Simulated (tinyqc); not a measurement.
# Mass and degeneracy from charge and saturation current

Question. At high drain voltage only states moving towards the drain are filled: I = gv (2 q^2/h) Vt ln(1 + exp eta) and n = (N0/2) F_(-1/2)(eta), N0 = gv sqrt(2 m kB T/pi)/hbar, F_(-1/2)(x) = (1/sqrt(pi)) int_0^infinity u^(-1/2)/(1 + exp(u - x)) du. Find eta and m.

Parameters, values chosen for the exercise:
```
symbol,value,unit,meaning
T,300,K,temperature
gv,2,,valley degeneracy
```

Constants: q = 1.602176634e-19 C, kB = 1.380649e-23 J/K, hbar = 1.054571817e-34 J s, h = 6.62607015e-34 J s, m0 = 9.1093837015e-31 kg, Vt = kB T/q. Results are converted to the units shown.

n = 5.9431500e6 cm^-1
I = 28.046165 uA

Answer. In one dimension the current holds no mass, so it gives eta directly; n then gives m.

eta = 7.00
m = 0.187 m0

Numbers from tinyqc (`OMP_NUM_THREADS=1 python tinyqc.py 2400052 2400053 out.jsonl`; about 0.04 s on one thread of a shared Intel Xeon 2.30GHz).
